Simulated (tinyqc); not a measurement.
Hall factor, magnetoresistance and optical conductivity for a power-law relaxation time: one step, computed by the program tinyqc. Command: `OMP_NUM_THREADS=1 python tinyqc.py 3006295 3006296 out.jsonl magneto walk`. One thread of a shared host (Intel(R) Xeon(R) Processor @ 2.30GHz), about 0.01 s of CPU time with the checks.

One spherical parabolic band, tau(E) = tau_0 x^s with x = E/(k_B T). Landau quantisation is left out.

Question. Response at frequency f. <y> = int y x^(3/2) f (1 - f) dx / int x^(3/2) f (1 - f) dx, f = 1/(1 + exp(x - eta)). Integrals over x = E/(k_B T) use 160 Gauss-Legendre points in u = sqrt(x) from 0 to sqrt(max(eta, 0) + 45). sigma(w) = (n e^2/m) <tau/(1 - i w tau)>, w = 2 pi f; eps = eps_inf + i sigma/(eps_0 w); N = sqrt(eps); absorption coefficient 2 w Im N/c; reflectivity |(N - 1)/(N + 1)|^2; plasma frequency sqrt(n e^2/(eps_inf eps_0 m))/(2 pi).

Inputs (values chosen for the exercise, with a mass close to that of electrons in InAs):
```
quantity                         value  unit
effective mass m                 0.022   m_0
exponent s                       -0.25     -
tau_0                              450    fs
reduced Fermi level eta            9.2     -
temperature T                      300     K
frequency f                        1.3   THz
background permittivity eps_inf   13.6     -
```

density n = 1.744254e+18 1/cm^3

Constants: e = 1.602176634e-19 C; m_0 = 9.1093837015e-31 kg; eps_0 = 8.8541878128e-12 F/m; c = 299792458 m/s.

Give: sigma(w); permittivity; refractive index; absorption coefficient; reflectivity; plasma frequency.

Answer.

sigma(w) = 1064.6+2224.7i S/cm

permittivity = -3062.5+1472.0i

refractive index = 12.949+56.835i

absorption coefficient = 30971 1/cm

reflectivity = 0.98488

plasma frequency = 21.679 THz
